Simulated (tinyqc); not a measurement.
# MOS capacitor on an n-type substrate, surface potential from the exact charge relation: effect of the temperature on threshold and swing

Uniform n-type substrate, Boltzmann statistics, full ionisation, classical densities. psi is the surface potential against the body (positive when the bands bend down) and u = -psi/Vt. Traps are spread evenly over the gap and neutral at flat band, so their charge is -q Dit psi; the minority quasi-Fermi level is shifted by Vb.

Nc and Nv are given at 300 K and scale as (T/300 K)^1.5; Eg is held fixed. ni = sqrt(Nc Nv) exp(-Eg/(2 Vt)), Eg in volts; phiF = Vt ln(N/ni); Cox = eps0 eox/tox; Vfb = phiM - chi - Vt ln(Nc/N) - q Nf/Cox; VT = Vfb - [(2 phiF + Vb)(1 + q Dit/Cox) + sqrt(2 eps0 eps_r q N (2 phiF + Vb))/Cox]. gamma = sqrt(2 eps0 eps_r q N)/Cox; Wm = sqrt(2 eps0 eps_r (2 phiF + Vb)/(q N)); m = 1 + (eps0 eps_r/Wm + q Dit)/Cox; swing m Vt ln 10; Cmin/Cox = 1/(1 + Cox Wm/(eps0 eps_r)).

Parameters, values chosen for the exercise; band and dielectric values close to those of silicon: band gap Eg = 1.11 eV; relative permittivity eps_r = 11.6; conduction-band density of states at the reference temperature Nc = 2.76e19 cm^-3; valence-band density of states at the reference temperature Nv = 2.67e19 cm^-3; electron affinity chi = 4.07 eV; donor density of the substrate N = 1.7e15 cm^-3; relative permittivity of the gate insulator (close to silicon dioxide) eox = 3.9; insulator thickness tox = 27 nm; gate work function phiM = 4.18 eV; fixed charge at the interface, in units of q Nf = 0 cm^-2; density of interface traps Dit = 0 cm^-2 eV^-1; reverse bias of the inversion layer against the body Vb = 0 V.

Constants: q = 1.602176634e-19 C, kB = 1.380649e-23 J/K, Vt = kB T/q, eps0 = 8.8541878128e-14 F/cm where lengths are in cm. Results are converted to the units shown.

The same in every row: gamma (V^0.5) = 0.18495.

Result of one run:

| T (K) | Vfb (V) | 2 phiF (V) | VT (V) | Wm (nm) | m | swing (mV/decade) | Cmin/Cox |
|---|---|---|---|---|---|---|---|
| 320 | -0.16001 | 0.57089 | -0.87064 | 656.17 | 1.1224 | 71.266 | 0.10904 |

What becomes of these results when the temperature T is changed from 320 to 240 K, all else the same?

Result of the changed run:

| T (K) | Vfb (V) | 2 phiF (V) | VT (V) | Wm (nm) | m | swing (mV/decade) | Cmin/Cox |
|---|---|---|---|---|---|---|---|
| 240 | -0.083584 | 0.72352 | -0.96442 | 738.69 | 1.1087 | 52.798 | 0.098056 |

The whole series:

| T (K) | Vfb (V) | 2 phiF (V) | VT (V) | Wm (nm) | m | swing (mV/decade) | Cmin/Cox |
|---|---|---|---|---|---|---|---|
| 200 | -0.046607 | 0.79736 | -1.0091 | 775.47 | 1.1036 | 43.794 | 0.093842 |
| 240 | -0.083584 | 0.72352 | -0.96442 | 738.69 | 1.1087 | 52.798 | 0.098056 |
| 280 | -0.12143 | 0.64794 | -0.91825 | 699.05 | 1.1149 | 61.941 | 0.10304 |
| 320 | -0.16001 | 0.57089 | -0.87064 | 656.17 | 1.1224 | 71.266 | 0.10904 |
| 360 | -0.19924 | 0.49254 | -0.82158 | 609.48 | 1.1318 | 80.844 | 0.11642 |
| 400 | -0.23905 | 0.41304 | -0.77095 | 558.13 | 1.1439 | 90.789 | 0.12579 |

As T goes from 200 to 400, VT rises from -1.01 to -0.771 V, the swing rises from 43.8 to 90.8 mV/decade and Cmin/Cox rises from 0.0938 to 0.126. Of the change of VT by 0.238 V, -0.192 V comes from Vfb and 0.431 V from the band bending and the charge it takes. VT changes by 1.19 mV/K on average.

Computed by the program tinyqc: `OMP_NUM_THREADS=1 python tinyqc.py 2060042 2060043 out.jsonl`, one thread of a shared Intel Xeon 2.30GHz, about 0.01 s for the whole run.
